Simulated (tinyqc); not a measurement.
Comparisons within one model: quantum-confined Stark effect in a modulator well. A value that a table varies takes the place of the one given here.

Envelopes on cells of 0.5 angstrom over the well |z| < L/2 and 45 angstrom of barrier on each side, psi = 0 beyond, psi'/m continuous (mean mass between points), c = hbar^2/2m0. The electron sees + e F z and the hole - e F z, each with its offset in the barriers; 1 kV/cm = 1e-5 eV/angstrom. Light holes, band mixing and escape by tunnelling are left out.

Exciton: in-plane function exp(-rho/lam), 1/mu = 1/me + 1/mp, E(lam) = c/(mu lam^2) - (q/eps) times the integral over k of Fm(k)(1 + (k lam/2)^2)^(-3/2), Fm(k) the double integral of psi_e^2 psi_h^2 exp(-k |z - z'|), q = e^2/(4 pi eps0); binding Eb = -E at the minimum. Line at Eg + E_e + E_h - Eb, strength proportional to overlap^2/lam^2.

Constants: hbar^2/2m0 = 3.80998211 eV angstrom^2; e^2/(4 pi eps0) = 14.39964547 eV angstrom; hc = 1239.841984 eV nm.

Inputs chosen for the exercise (near those of an InGaAsP well in InP; not measured data):
- L = 88 angstrom (well width)
- Vc = 0.191 eV (conduction offset)
- Vv = 0.297 eV (heavy-hole offset)
- me = 0.0498 m0 (electron, well)
- meb = 0.0796 m0 (electron, barrier)
- mh = 0.358 m0 (heavy hole along z, well)
- mhb = 0.517 m0 (heavy hole, barrier)
- Eg = 0.852 eV (gap of the well)
- mp = 0.112 m0 (heavy hole in the plane)
- eps = 13.3 (dielectric constant)
- Fs = (0, 23, 46, 69, 95, 123, 153) kV/cm (fields)
- Ls = (50, 66, 84, 104, 126, 150, 170) angstrom (widths)
- F_L = 107 kV/cm (field for this table)
- F = 107 kV/cm (field)

## Raising the field

All quantities anew; shifts from zero field.

Results:
```
F (kV/cm)  dE_e (meV)  dE_h (meV)  Eb (meV)  line shift (meV)  overlap^2  relative strength
0                0.00        0.00      6.52              0.00      0.933              1.000
23              -0.29       -0.60      6.47             -0.83      0.903              0.957
46              -1.14       -2.31      6.34             -3.28      0.825              0.846
69              -2.55       -4.99      6.17             -7.19      0.723              0.708
95              -4.80       -8.92      5.95            -13.16      0.602              0.556
123             -7.97      -13.99      5.73            -21.18      0.482              0.418
153            -12.19      -20.16      5.50            -31.34      0.374              0.303
```

The line shift grows with exponent 1.98 in F at low field and 1.80 at the end, as the carriers come up against opposite walls and the dipole begins to saturate. The hole gives 68 % of the level shift in the second row and 62 % in the last. The largest shift is 4.8 times the zero-field binding, yet 84 % of the binding survives, since the walls stop the field from pulling the pair apart. Half the strength is gone between 95 and 123 kV/cm.

## Width of the well

Zero-field line, its shift at F_L and the relative strength.

Results:
```
L (angstrom)  line at F = 0 (nm)  Eb (meV)  shift (meV)  relative strength  shift x strength (meV)
50                        1311.1      7.19        -4.09              0.915                    3.74
66                        1351.3      6.89        -7.81              0.786                    6.14
84                        1380.2      6.58       -14.54              0.550                    8.00
104                       1400.9      6.28       -25.06              0.288                    7.22
126                       1415.8      5.98       -39.64              0.110                    4.36
150                       1426.7      5.70       -58.30              0.030                    1.76
170                       1433.0      5.49       -75.47              0.009                    0.66
```

The shift grows with exponent 2.33 in L over the first two rows and 2.06 over the last two, against 4 for hard walls at second order; leakage lowers it in narrow wells and saturation in wide ones. The strength falls from 0.92 to 0.01, and the product of the two is largest at 84 angstrom.

## What each parameter does

Zero-field line, shift at F, overlap^2 and Eb at F. Each row changes one parameter from the base and keeps the others.

Results:
```
case             line (nm)  shift (meV)  overlap^2  Eb (meV)
base                1385.0       -16.41      0.549      5.86
L = 78 angstrom     1371.9       -11.99      0.657      6.23
F = 86 kV/cm        1385.0       -10.92      0.643      6.03
Vc = 0.153 eV       1389.5       -17.34      0.520      5.76
Vv = 0.371 eV       1384.6       -15.89      0.558      5.89
me = 0.0573 m0      1388.9       -16.41      0.542      6.23
mh = 0.304 m0       1383.1       -15.87      0.577      5.87
eps = 12            1387.0       -16.25      0.549      6.93
```

The largest shifts from the base row, up to three for each result and ties (the steps differ in size, so this ranks the rows, not the parameters). line (nm): L -13.1, Vc +4.5, me +3.9; unchanged at the printed digits by F. shift (meV): F +5.49, L +4.41, Vc -0.93; unchanged at the printed digits by me. overlap^2: L +0.109, F +0.095, Vc -0.028, mh +0.028; unchanged at the printed digits by eps. Eb (meV): eps +1.08, me +0.38, L +0.37.

(tinyqc, `OMP_NUM_THREADS=1 python tinyqc.py 1280107 1280108 out.jsonl`, Intel(R) Xeon(R) Processor @ 2.30GHz, 1 thread, shared host, about 0.2 s.)
